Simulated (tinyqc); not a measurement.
Inside a calculation. Method: Hubbard chain of 2 sites. One step of it, computed by the program tinyqc.

Question. Mean-field iteration 1. H(up) = T + U n(down), H(down) = T + U n(up); fill the lowest levels; n(new) = n + mixing (n(out) - n); E = tr T (rho up + rho down) + U sum n_up n_down of the output.

one-body matrix (hopping and site energies) (eV):
```
,1,2
1,0.000000,-1.830000
2,-1.830000,0.000000
```

U = 4.900000 eV

electrons, up and down: 1  1

mixing = 0.200000

n(up) at the start (a guess, not normalised): 1 0.800000, 2 0.200000

n(down) at the start (a guess): 1 0.200000, 2 0.800000

Give: levels, up; levels, down; energy; n(up) after iteration 1; n(down) after iteration 1.

Answer.

levels, up (eV): 0.1027  4.7973

levels, down (eV): 0.1027  4.7973

energy = -1.3643 eV

n(up) after iteration 1: 1 0.8026, 2 0.1974

n(down) after iteration 1: 1 0.1974, 2 0.8026
